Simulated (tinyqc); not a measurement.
From results back to parameters: bond-orbital model of a tetrahedral semiconductor (Harrison's universal couplings). Three cases, with inputs chosen for the exercise.

Problem. In the bond-orbital model the bond-antibond splitting is 2 sqrt(V2^2 + V3^2), Z* = 4 ap - (Z - 4) with ap = V3/sqrt(V2^2 + V3^2), and V2 = 3.22 x 2c/d^2, c = hbar^2/2m0. The values below come from a hidden bond length and V3.

Constants: hbar^2/2m0 = 3.80998211 eV angstrom^2.

Find: V2, V3; d.

Method. ap = (Z* + Z - 4)/4; V3 = ap times half the splitting, V2 = sqrt(1 - ap^2) times it, and d = sqrt(6.44 c/V2).

Case 1.

Values chosen (out of a larger set: near tabulated values for InSb; the model gives trends, and its gaps can be far from the real ones; not measured data): Z = 5 (valence electrons of the anion).

splitting = 7.16345 eV
Z* = 0.98927 e

Solution.

V2, V3 (eV): 3.107  1.781

d = 2.810 angstrom

Case 2.

Values chosen (out of a larger set: near tabulated values for AlAs; the model gives trends, and its gaps can be far from the real ones; not measured data): Z = 5 (valence electrons of the anion).

splitting = 9.34409 eV
Z* = 0.93705 e

Solution.

V2, V3 (eV): 4.088  2.263

d = 2.450 angstrom

Case 3.

Values chosen (out of a larger set: near tabulated values for SiC; the model gives trends, and its gaps can be far from the real ones; not measured data): Z = 4 (valence electrons of the anion).

splitting = 14.41286 eV
Z* = 1.07335 e

Solution.

V2, V3 (eV): 6.942  1.934

d = 1.880 angstrom

Computed by tinyqc, one run a case: `OMP_NUM_THREADS=1 python tinyqc.py N N+1 out.jsonl` with N = 1450335, 1450344, 1450386; one thread of a shared Intel(R) Xeon(R) Processor @ 2.30GHz, about 0.01 s a run at most.
